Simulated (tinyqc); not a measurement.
Worked calculation: Stoner model of a band ferromagnet. Values are carried at full precision from step to step, so a last printed digit may differ when a step is redone from the rounded ones.

Density of states per atom and spin: triangular, D(e) = (4 M/W^2) (W/2 - |e|). Levels e -/+ I m/2 for up and down spin, m = n_up - n_down, n_up + n_down = nd. At zero temperature e(N) is the energy below which N states lie, and E(m) = sum over spins of integral e D de - I m^2/4.

Inputs chosen for the exercise: W = 3.7 eV (band width, e from -W/2 to W/2); M = 5 (states per atom and spin); nd = 5.15 (electrons per atom); I = 0.4 eV (Stoner parameter).

## The paramagnetic state and the Stoner criterion

Find EF from nd/2 states per spin, D(EF) and the product I D(EF); below 1 the susceptibility is enhanced by 1/(1 - I D).

EF = 0.0280 eV
D(EF) = 2.6619 1/eV
I D(EF) = 1.0647

The paramagnet is unstable.

## Energy against moment

Tabulate the splitting that the band needs, e(n_up) - e(n_down), against I m, and E(m) - E(0), at nine moments up to saturation m_max = min(nd, 2M - nd).

Energy curve:
```
m      e(n_up) (eV)  e(n_down) (eV)  difference (eV)  I m (eV)  E - E(0) (meV)
0.000        0.0280          0.0280           0.0000    0.0000             0.0
0.606        0.1456         -0.0864           0.2321    0.2425            -1.9
1.212        0.2721         -0.2083           0.4804    0.4850            -4.7
1.819        0.4096         -0.3400           0.7495    0.7275            -2.6
2.425        0.5616         -0.4843           1.0459    0.9700            11.4
3.031        0.7342         -0.6457           1.3800    1.2125            47.2
3.638        0.9390         -0.8325           1.7715    1.4550           118.7
4.244        1.2058         -1.0624           2.2682    1.6975           249.3
4.850        1.8500         -1.3968           3.2468    1.9400           496.8
```

dE/dm is half of (difference - I m), so E falls wherever I m exceeds the difference.

## The ground state

Take the lowest of E(0), the stationary points e(n_up) - e(n_down) = I m, and saturation.

m = 1.368 muB
exchange splitting I m = 0.547 eV
E - E(0) = -4.8 meV

n_up, n_down: 3.259  1.891

Both spin bands cross the Fermi level (a weak ferromagnet).

## Checks

- States in the band over M against 1: both 1.000000.

(tinyqc, `OMP_NUM_THREADS=1 python tinyqc.py 1680111 1680112 out.jsonl`, Intel(R) Xeon(R) Processor @ 2.30GHz, 1 thread, shared host, about 0.6 s.)
